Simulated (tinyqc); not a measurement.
From results back to parameters: pair of shallow donors (hydrogen-like orbitals). Two cases, with inputs chosen for the exercise.

Problem. The splitting D = E(-) - E(+) was computed from a hidden separation.

Each donor has the orbital exp(-r/a); energy unit Ha* = q/(eps a), q = e^2/(4 pi eps0), so that a lone donor is bound by Ha*/2; x = R/a. One electron: S = (1 + x + x^2/3) exp(-x), j = 1/x - (1 + 1/x) exp(-2x), k = (1 + x) exp(-x); levels E(+/-) = -1/2 - (j +/- k)/(1 +/- S) in Ha*, without the repulsion of the ions, split by D = |E(-) - E(+)|.

Constants: e^2/(4 pi eps0) = 14.39964547 eV angstrom.

Case 1.

Values chosen (out of a larger set: near those of two donors in GaN; not measured data): a = 26.3 angstrom (orbital radius); eps = 9.7 (dielectric constant).

D = 0.213529 meV

Case 2.

Values chosen (out of a larger set: near those of two donors in GaAs; not measured data): a = 108.1 angstrom (orbital radius); eps = 13.1 (dielectric constant).

D = 1.25160 meV

Find: D/Ha*; x; R.

Solution. D/Ha* = 2 (k - j S)/(1 - S^2) falls steadily with x in this range, so bisection finds one value.

Case 1.

D/Ha* = 0.003783
x = 7.909
R = 208 angstrom

Case 2.

D/Ha* = 0.1231
x = 3.608
R = 390 angstrom

Computed by tinyqc, one run a case: `OMP_NUM_THREADS=1 python tinyqc.py N N+1 out.jsonl` with N = 1281082, 1281131; one thread of a shared Intel(R) Xeon(R) Processor @ 2.30GHz, about 0.01 s a run at most.
